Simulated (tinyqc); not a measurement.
Inside a calculation. Method: Pariser-Parr-Pople SCF with singles CI, for the molecule O=C1C=CC(=O)C=C1 (SMILES; centres numbered as the heavy atoms are written). One step of it, computed by the program tinyqc.

Question. Iteration 2: Fock matrix. F_rr = H_rr + P_rr gamma_rr / 2 + sum_(s != r) P_ss gamma_rs; F_rs = H_rs - P_rs gamma_rs / 2; E = tr P (H + F) / 2 + core repulsion sum_(r<s) z_r z_s gamma_rs.

P after iteration 1, lower triangle:
```
           1O         2C         3C         4C        5C         6O        7C        8C
1O   1.383480
2C   0.768382   0.734486
3C   0.024121   0.378801   0.941017
4C  -0.273860   0.129136   0.858674   0.941017
5C  -0.135100  -0.022501   0.129136   0.378801  0.734486
6O   0.305153  -0.135100  -0.273860   0.024121  0.768382   1.383480
7C  -0.273860   0.129136  -0.141326  -0.058983  0.378801   0.024121  0.941017
8C   0.024121   0.378801  -0.058983  -0.141326  0.129136  -0.273860  0.858674  0.941017
```

core matrix H (eV), lower triangle:
```
            1O          2C          3C          4C          5C          6O          7C          8C
1O  -42.581627
2C   -2.510000  -41.609383
3C    0.000000   -2.390000  -40.209636
4C    0.000000    0.000000   -2.390000  -40.209636
5C    0.000000    0.000000    0.000000   -2.390000  -41.609383
6O    0.000000    0.000000    0.000000    0.000000   -2.510000  -42.581627
7C    0.000000    0.000000    0.000000    0.000000   -2.390000    0.000000  -40.209636
8C    0.000000   -2.390000    0.000000    0.000000    0.000000    0.000000   -2.390000  -40.209636
```

repulsion gamma_rs (eV), lower triangle:
```
           1O         2C         3C         4C         5C         6O         7C         8C
1O  15.200000
2C   5.774219  11.130000
3C   4.092627   5.346287  11.130000
4C   3.001369   3.872515   5.345539  11.130000
5C   2.720105   3.517455   3.872515   5.346287  11.130000
6O   2.199311   2.720105   3.001369   4.092627   5.774219  15.200000
7C   3.001369   3.872515   3.518103   3.873196   5.346287   4.092627  11.130000
8C   4.092627   5.346287   3.873196   3.518103   3.872515   3.001369   5.345539  11.130000
```

Centres (angstrom, eV; a flat drawing with bonds scaled to 1.40 angstrom):

| centre | x | y | core charge z | W | gamma_rr |
|---|---|---|---|---|---|
| 1O | 2.800000 | 0.000000 | 1 | 17.700000 | 15.200000 |
| 2C | 1.400000 | 0.000000 | 1 | 11.160000 | 11.130000 |
| 3C | 0.700000 | 1.212000 | 1 | 11.160000 | 11.130000 |
| 4C | -0.700000 | 1.212000 | 1 | 11.160000 | 11.130000 |
| 5C | -1.400000 | 0.000000 | 1 | 11.160000 | 11.130000 |
| 6O | -2.800000 | 0.000000 | 1 | 17.700000 | 15.200000 |
| 7C | -0.700000 | -1.212000 | 1 | 11.160000 | 11.130000 |
| 8C | 0.700000 | -1.212000 | 1 | 11.160000 | 11.130000 |

Give: F; pi energy.

Answer.

F (eV), lower triangle:
```
         1O       2C       3C       4C       5C       6O       7C       8C
1O  -9.4344
2C  -4.7284  -5.8366
3C  -0.0494  -3.4026  -6.4018
4C   0.4110  -0.2500  -4.6850  -6.4018
5C   0.1837   0.0396  -0.2500  -3.4026  -5.8366
6O  -0.3356   0.1837   0.4110  -0.0494  -4.7284  -9.4344
7C   0.4110  -0.2500   0.2486   0.1142  -3.4026  -0.0494  -6.4018
8C  -0.0494  -3.4026   0.1142   0.2486  -0.2500   0.4110  -4.6850  -6.4018
```

pi energy = -113.9774 eV
